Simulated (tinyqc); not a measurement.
Displacements against temperature: thermal displacements in the Debye model: Debye-Waller factors, bond-length spread and the Lindemann rule. Computed by tinyqc, a small Python program. Command: `OMP_NUM_THREADS=1 python tinyqc.py 3020848 3020849 out.jsonl debyewaller walk`. One thread of a shared host (Intel(R) Xeon(R) Processor @ 2.30GHz), about 0.01 s of CPU time with the checks.

A Debye spectrum with three branches of one velocity, cut at k_B Theta; 4 atoms per cube, nearest neighbours at d = 0.707107 a.

Inputs (values chosen for the exercise, modelled on nickel):
```
quantity                 value      unit
atomic mass M            58.69         u
Debye temperature Theta    391         K
lattice constant a       3.524  angstrom
temperature T               77         K
```

Structure: fcc.

reflection (h k l): 4  2  0

Constants: hbar^2/u = 4.18015928e-03 eV angstrom^2; k_B = 8.617333262e-05 eV/K.

Method:
- <u_x^2> = (3 hbar^2/(2 M k_B Theta)) int_0^1 s coth(s Theta/(2T)) ds (64 Gauss-Legendre points); it tends to 3 hbar^2/(4 M k_B Theta) at T = 0 and to 3 hbar^2 T/(M k_B Theta^2) at high T.
- B = 8 pi^2 <u_x^2>.
- G = 2 pi sqrt(h^2 + k^2 + l^2)/a; the intensity is multiplied by exp(-2W), 2W = G^2 <u_x^2>; the loss goes into thermal diffuse scattering.
- Correlated Debye model: sigma^2 = (3 hbar^2/(M k_B Theta)) int_0^1 s coth(s Theta/(2T)) [1 - sin(s q_D R)/(s q_D R)] ds for two atoms at distance R, q_D = (6 pi^2 n)^(1/3), n atoms per volume; uncorrelated motion would give 2 <u_x^2>.
- The correlation is 1 - sigma^2/(2 <u_x^2>); exp(-2W) uses 2W = G^2 <u_x^2>.

|G| = 7.97368 1/angstrom

Displacements (angstrom^2):
```
T (K)    <u_x^2>   classical  sigma^2 at d  sigma^2 at 2d  exp(-2W)
12     0.0015952  1.9463e-04     0.0027301      0.0030242   0.90355
39     0.0016892  6.3254e-04     0.0027519      0.0030846   0.89817
78     0.0019904   0.0012651     0.0029525      0.0034616   0.88113
140    0.0027287   0.0022707     0.0036887      0.0045719   0.84073
220    0.0038719   0.0035682     0.0049885      0.0063780   0.78179
310    0.0052466   0.0050279     0.0066205      0.0085822   0.71636
470    0.0077685   0.0076229     0.0096730       0.012652   0.61023
700     0.011451    0.011353      0.014174       0.018614   0.48284
860     0.014028    0.013948      0.017334       0.022790   0.40987
```

The classical line is within 5 % from T = 310 K (T/Theta = 0.79) on. The correlation of nearest neighbours grows from 0.14 to 0.38, since thermal motion weights long waves, which move neighbours together, more than zero-point motion does; at 2d it ends at 0.19. The reflection keeps 90 % of its intensity at the lowest T and 41 % at the highest.

Extremes, crossings and ranges named in words are read from the listed rows.
